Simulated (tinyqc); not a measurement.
Changing the temperature T: capillary instabilities by surface diffusion: grooving and agglomeration of films, edge retraction, wire break-up and smoothing of roughness. Computed by tinyqc, a small Python program. Command: `OMP_NUM_THREADS=1 python tinyqc.py 3020939 3020940 out.jsonl dewet sweep`. One thread of a shared host (Intel(R) Xeon(R) Processor @ 2.30GHz), about 0.01 s of CPU time with the checks.

Isotropic surface energy; shapes change by surface diffusion alone.

Inputs (values chosen for the exercise, of the order of those of a copper film):
```
quantity                                value        unit
surface energy gamma_s                   1.69       J/m^2
grain-boundary energy gamma_b             0.6       J/m^2
contact angle on the substrate theta      120     degrees
atomic volume Omega                      11.8  angstrom^3
surface sites nu                           14      1/nm^2
prefactor D0                          1.5e-05       m^2/s
activation energy Q                      0.96          eV
time t                                   2200           s
film thickness h                           14          nm
grain radius R                            210          nm
wire radius r                              27          nm
initial ripple over radius               0.02           -
```

Grooves: at the surface only.

Constants: k_B = 8.617333262e-05 eV/K; k_B = 1.380649e-23 J/K.

Method:
- B = D_s nu gamma_s Omega^2/(k_B T), D_s = D0 exp(-Q/(k_B T)).
- Groove angle beta: sin(beta) = gamma_b/(2 gamma). For circular grains of radius R with spherical caps the groove ends (measured from the mean surface) at the depth R g(beta), g = (2 - 3 cos beta + cos^3 beta)/(3 sin^3 beta). The film parts if R g(beta_s) > h.
- Mullins' isolated groove: depth below the flat surface d = 0.780 m (B t)^(1/4), m = tan(beta_s), width between the ridges 4.6 (B t)^(1/4); time to reach h: (h/(0.780 m))^4/B.
- A rim shaped as a circular segment with contact angle theta holds the area h x; its radius r obeys r^2 (theta - sin theta cos theta) = h x. To advance, the edge must carry a strip of the rim height H = r (1 - cos theta) over the rim, driven by the curvature 1/r over the distance r theta (the scaling argument of Brandon and Bradshaw): H dx/dt = B/(theta r^2) gives x^(5/2) = (5/2) B t c^(3/2)/(theta (1 - cos theta) h^(3/2)), c = theta - sin theta cos theta.
- A wire with r + A cos(k z) has dA/dt = (B/r^4) (kr)^2 [1 - (kr)^2] A: unstable for wavelengths above 2 pi r, fastest at kr = 1/sqrt 2 with the rate B/(4 r^4); break-up time about (4 r^4/B) ln(r/A0); each wavelength makes a sphere of radius (3 r^2 lambda_m/4)^(1/3).

One run for each value:
```
temperature T (K)  retraction x (nm)  groove depth (nm)  break-up time (s)  B (nm^4/s)
361                             4.88              0.763         2.1175e+07  3.9273e-01
386                            10.58              1.236         3.0682e+06  2.7104e+00
412                            21.36              1.918         5.2991e+05  1.5693e+01
437                            38.72              2.782         1.1967e+05  6.9493e+01
462                            65.76              3.874         3.1845e+04  2.6114e+02
488                           107.56              5.268         9.3082e+03  8.9341e+02
513                           164.52              6.871         3.2167e+03  2.5853e+03
538                           241.69              8.738         1.2298e+03  6.7623e+03
564                           347.44             10.963         4.9631e+02  1.6756e+04
```

Over the rows, retraction x (nm) rises from 4.88 to 347 (exponent d ln y / d ln x 12 between the first rows and 7.7 between the last); groove depth (nm) rises from 0.763 to 11.0 (exponent d ln y / d ln x 7.2 between the first rows and 4.8 between the last); break-up time (s) falls from 2.12e7 to 496 (exponent d ln y / d ln x -29 between the first rows and -19 between the last). Times carry the energy Q, but lengths at fixed time only Q/4 (grooves) and 2Q/5 (edges): 0.240 and 0.384 eV.

Caution (rows 361, 386, 412): the rim is not yet high against the film, as the scaling law assumes. Caution (all rows): faceting can stabilise wires along low-index directions.
